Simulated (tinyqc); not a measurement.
# Changing the substrate thickness t_S

Model: elastic strain and critical thickness of a cubic alloy layer A(1-x)B(x) on a thick substrate. Computed by tinyqc, a small Python program. Command: `OMP_NUM_THREADS=1 python tinyqc.py 3005442 3005443 out.jsonl misfit sweep`. One thread of a shared host (Intel(R) Xeon(R) Processor @ 2.30GHz), about 0.01 s of CPU time with the checks.

Strain is positive in tension. The layer is coherent with the substrate unless said otherwise.

Inputs (values chosen for the exercise, modelled on Ga(1-x)In(x)As on InP):

| quantity | value | unit |
|---|---|---|
| fraction x of B | 0.72 | - |
| lattice constant a_A | 5.653 | angstrom |
| lattice constant a_B | 6.058 | angstrom |
| substrate lattice constant a_S | 5.869 | angstrom |
| layer thickness h | 4.9 | nm |
| biaxial modulus of the substrate M_S | 87.9 | GPa |
| wafer diameter W | 150 | mm |

Growth plane: (001).

C11, C12, C44 of A (GPa): 118.1  52.73  60.15

C11, C12, C44 of B (GPa): 82.87  46.07  39.43

Method:
- a = (1 - x) a_A + x a_B, the same rule for each C_ij; misfit f = (a_S - a)/a, the in-plane strain of the coherent layer.
- (001): D = 2 C12/C11, M = C11 + C12 - 2 C12^2/C11. The free surface carries no normal stress, so e_perp = -D f; dV/V = 2 f + e_perp; stress = M f; energy per area = M f^2 h (1 GPa nm = 1 J/m^2).
- Stoney: curvature = 6 |stress| h/(M_S t_S^2); radius = 1/curvature; bow = curvature W^2/8.

One run for each value:

| substrate thickness t_S (micrometre) | curvature (1/m) | radius of curvature (m) | bow (micrometre) |
|---|---|---|---|
| 100 | 0.038756 | 25.8 | 109.00 |
| 150 | 0.017225 | 58.1 | 48.45 |
| 220 | 0.008007 | 124.9 | 22.52 |
| 320 | 0.003785 | 264.2 | 10.64 |
| 460 | 0.001832 | 546.0 | 5.15 |
| 680 | 0.000838 | 1193.1 | 2.36 |
| 1000 | 0.000388 | 2580.2 | 1.09 |

Over the rows, curvature (1/m) falls from 0.0388 to 3.88e-4 (exponent d ln y / d ln x about -2.0 throughout); radius of curvature (m) rises from 25.8 to 2580 (exponent d ln y / d ln x about 2.0 throughout); bow (micrometre) falls from 109 to 1.09 (exponent d ln y / d ln x about -2.0 throughout). The exponent of curvature stays at -2: the bending stiffness grows as t^3 and the lever arm as t.

Caution (rows 100, 150): a bow above a fifth of the wafer thickness is beyond Stoney's small-deflection limit.
